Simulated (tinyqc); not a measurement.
Decay of LO phonons and the hot-phonon bottleneck in the cooling of electrons. Changing the lattice temperature T. Computed by tinyqc, a small Python program. Command: `OMP_NUM_THREADS=1 python tinyqc.py 3016760 3016761 out.jsonl hotphonon sweep`. One thread of a shared host (Intel(R) Xeon(R) Processor @ 2.30GHz), about 0.02 s of CPU time with the checks.

n(E, T) = 1/(exp(E/(k_B T)) - 1) is the Bose occupation. Electrons have a temperature T_e; the LO modes within their reach share one occupation N; the decay products stay at the lattice temperature.

Inputs (values chosen for the exercise, modelled on zinc oxide): LO energy hbar omega = 73.2 meV; lifetime at T = 0, tau_0 = 1.8 ps; share f of the energy in the softer product = 0.24.

Decay channel: two unequal phonons (Ridley).

Constants: k_B = 8.617333262e-05 eV/K; c = 299792458 m/s.

Method. Decay rate 1/tau = (1/tau_0) [1 + n(f hbar omega) + n((1 - f) hbar omega)]. Full width Gamma = 1/(2 pi c tau) in 1/cm, c in cm/s.

One run for each value:
```
lattice temperature T (K),Raman width Gamma (1/cm),phonon lifetime tau (ps),equilibrium LO occupation N_0,thermal factor tau_0/tau
20,2.949,1.7999,3.5844e-19,1.0000
31,2.953,1.7975,1.2578e-12,1.0014
47,2.988,1.7765,1.4152e-08,1.0132
71,3.127,1.6979,6.3689e-06,1.0601
110,3.506,1.5143,4.4305e-04,1.1887
170,4.290,1.2376,6.8058e-03,1.4544
250,5.531,0.9599,3.4604e-02,1.8753
390,7.941,0.6685,1.2772e-01,2.6925
900,17.362,0.3058,6.3702e-01,5.8868
```

Give the missing row, lattice temperature T (K) = 590.

Computed row; columns: (1) lattice temperature T (K); (2) Raman width Gamma (1/cm); (3) phonon lifetime tau (ps); (4) equilibrium LO occupation N_0; (5) thermal factor tau_0/tau:
```
(1)     (2)     (3)         (4)     (5)
590  11.579  0.4585  3.1059e-01  3.9261
```

Interpolating between the two neighbouring rows (the first column on a logarithmic scale, the others too where they are positive) misses most in equilibrium LO occupation N_0, by 8.9 %. Over the rows, Raman width Gamma (1/cm) rises from 2.95 to 17.4 (exponent d ln y / d ln x 0.0031 between the first rows and 0.96 between the last); phonon lifetime tau (ps) falls from 1.80 to 0.306 (exponent d ln y / d ln x -0.0031 between the first rows and -0.96 between the last); equilibrium LO occupation N_0 rises from 3.58e-19 to 0.637 (exponent d ln y / d ln x 34 between the first rows and 1.7 between the last). At the low end the exponent of Raman width Gamma is 0.00, close to 0: spontaneous decay alone. The width is flat while k_B T is small against the energy of the softer product, and then grows with the occupation of the products.
